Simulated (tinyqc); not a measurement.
Inside a calculation. Method: coupled-perturbed Hartree-Fock on RHF in the sto-3g basis, for H4, spin multiplicity 1. One step of it, computed by the program tinyqc.

Task: Response to a field: uncoupled start. Field along z; U_ai = -mu_ai / (e_a - e_i), alpha = -4 sum U_ai mu_ai.

orbital energies (hartree): MO1 -0.613099, MO2 -0.486281, MO3 0.451857, MO4 0.836679

dipole integrals <a|z|i> (bohr):
```
          i1         i2
a3  0.000000  -1.396059
a4  0.495451   0.000000
```

Give: uncoupled U; uncoupled polarisability.

Result:

uncoupled U:
```
         i1      i2
a3   0.0000  1.4881
a4  -0.3417  0.0000
```

uncoupled polarisability = 8.9873 bohr^3
